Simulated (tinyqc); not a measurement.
# Length offset and series resistance from crossing lines

Question. R_total = Rs + k (L - dL)/Vo with constant Rs, dL and k. Find k, dL and Rs.

R_total at (L, Vo) = (90, 0.33), (270, 0.33), (90, 0.77) and (270, 0.77), L in nm and Vo in V (ohm um): [1124.5455, 3415.4545, 539.09091, 1520.9091]

Answer. At each overdrive R is a straight line in L with slope k/Vo; the two lines cross at L = dL, R = Rs.

k = 4.200 ohm um V/nm
dL = 9.500 nm
Rs = 100.0 ohm um

tinyqc, about 0.03 s, one thread, Intel Xeon 2.30GHz (shared host): `OMP_NUM_THREADS=1 python tinyqc.py 2282097 2282098 out.jsonl`
